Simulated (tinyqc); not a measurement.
Film, cylinder and sphere at the same misfit: thermal stress, cracking, delamination and buckling of a thin film; Griffith cracks and misfitting inclusions. Computed by tinyqc, a small Python program. Command: `OMP_NUM_THREADS=1 python tinyqc.py 3007806 3007807 out.jsonl filmcrack walk`. One thread of a shared host (Intel(R) Xeon(R) Processor @ 2.30GHz), about 0.01 s of CPU time with the checks.

Isotropic linear elasticity; the substrate is much thicker than the film; stress is positive in tension.

Inputs (values chosen for the exercise, modelled on a copper film on silicon): film Young's modulus E = 121 GPa; film Poisson ratio nu = 0.34; film expansion alpha_f = 16.6 1e-6/K; substrate expansion alpha_s = 3 1e-6/K; deposition temperature T_d = 650 K; final temperature T = 300 K; intrinsic stress = 300 MPa; film thickness h = 1.9 micrometre; substrate Young's modulus E_s = 138 GPa; substrate Poisson ratio nu_s = 0.21.

Method. Thermal strain = (alpha_f - alpha_s)(T_d - T); stress = E/(1 - nu) x strain + intrinsic stress; plane-strain modulus Ebar = E/(1 - nu^2); G0 = stress^2 h/(2 Ebar) is the energy freed per area when a long strip loses its stress across its width. Thermal misfit e alone, mean stress = trace/3 and largest difference of principal stresses inside. Film: E e/(1 - nu) in two directions, 0 in the third. Cylinder: s0 = (1 + nu) e/[(1 + nu)(1 - 2 nu)/E + (1 + nu_s)/E_s] twice and s_zz = E e + 2 nu s0. Sphere: e/[(1 - 2 nu)/E + (1 + nu_s)/(2 E_s)] three times.

thermal strain = 0.00476

Stresses inside (MPa):
```
shape         s1      s2      s3    mean  largest difference
film      872.67  872.67    0.00  581.78              872.67
cylinder  518.07  518.07  928.25  654.79              410.18
sphere    677.22  677.22  677.22  677.22                0.00
```

The mean stress in size is 582 MPa in the film, 655 in the cylinder and 677 in the sphere, while the largest difference, twice the largest shear stress, goes from 873 through 410 to 0. In a ductile solid shear can relax by slip and hydrostatic stress cannot, so a confined metal builds up the triaxial stress that opens voids.

Extremes, crossings and ranges named in words are read from the listed rows.
